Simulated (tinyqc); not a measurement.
Space-charge-limited current with shallow traps: two steps of the calculation.

One carrier type, drift only, an injecting contact at x = 0 (zero field) and thickness L. The share th = y/(1 + y), y = (Nc/Nt) exp(-Et/kB T), of the injected charge is free: J = q mu n F, eps0 eps_r dF/dx = q (n - n0)/th.

Values chosen for this exercise:
```
symbol,value,unit,meaning
T,300,K,temperature
eps_r,4.3,,relative permittivity
mu,0.0017,cm^2/(V s),mobility
L,2600,nm,thickness
Nc,2.3e20,cm^-3,band density of states
Nt,2.8e15,cm^-3,trap density
Et,0.35,eV,trap depth
n0,9e11,cm^-3,free carrier density in equilibrium
V,5,V,voltage
```

Constants: q = 1.602176634e-19 C, kB = 1.380649e-23 J/K, Vt = kB T/q, eps0 = 8.8541878128e-14 F/cm where lengths are in cm. Results are converted to the units shown.

Task 1. Limits and characteristic voltages. Ohmic J = q n0 mu V/L; Mott-Gurney J = (9/8) th eps0 eps_r mu V^2/L^3; they cross at Vx = 8 q n0 L^2/(9 th eps0 eps_r); traps fill at V_TFL = q Nt L^2/(2 eps0 eps_r).

Find: th; ohmic J; Mott-Gurney J; Vx; V_TFL.

Result 1.

th = 0.097758
ohmic J = 4.7141e-6 A/cm^2
Mott-Gurney J = 1.0125e-4 A/cm^2
Vx = 0.23280 V
V_TFL = 39.826 V

Task 2. The exact current. Exact: with u = n0/n(L), w = -u - ln(1 - u) and v = -u - u^2/2 - ln(1 - u), V = (q n0 L^2/(th eps0 eps_r)) v/w^2 and J = q^2 n0^2 mu L/(th eps0 eps_r w). v/w^2 falls steadily with u, so u follows by bisection.

Wanted: v/w^2; u; w; J; exit field over V/L.

Result 2.

v/w^2 = 19.09
u = 0.06708
w = 0.002356
J = 1.048e-4 A/cm^2
exit field over V/L = 1.491

J is 1.1 % below the plain sum of the two limits; the exit field lies between the ohmic 1 and the Mott-Gurney 1.5.

Range of the model: Diffusion and a field-dependent mobility are left out. With injecting contacts the diffusion current, about 4 pi^2 Vt th eps0 eps_r mu V/L^3, equals the Mott-Gurney current at V = 35 kB T/q (0.9 V at 300 K), so the drift-only result needs V well above that.

Program tinyqc, `OMP_NUM_THREADS=1 python tinyqc.py 2370149 2370150 out.jsonl`; Intel Xeon 2.30GHz, shared host, one thread, about 0.01 s.
